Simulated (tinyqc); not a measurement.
## Polarisation charge from two barrier thicknesses

Question. VT = phiB - dEc - q sigma d/(eps0 eps_r). Find sigma, phiB - dEc and the thickness at which VT = 0.

Inputs (values chosen for the exercise): relative permittivity of barrier and channel eps_r = 9.2.

Constants: q = 1.602176634e-19 C, eps0 = 8.8541878128e-14 F/cm where lengths are in cm. Results are converted to the units shown.

VT for d = 20 and 26 nm (V): -3.5772132  -4.8996052

Solution. VT is linear in d.

sigma = 1.121e13 cm^-2
phiB - dEc = 0.8308 V
thickness for VT = 0 = 3.769 nm

Numbers from tinyqc (`OMP_NUM_THREADS=1 python tinyqc.py 2570049 2570050 out.jsonl`; about 0.01 s on one thread of a shared Intel Xeon 2.30GHz).
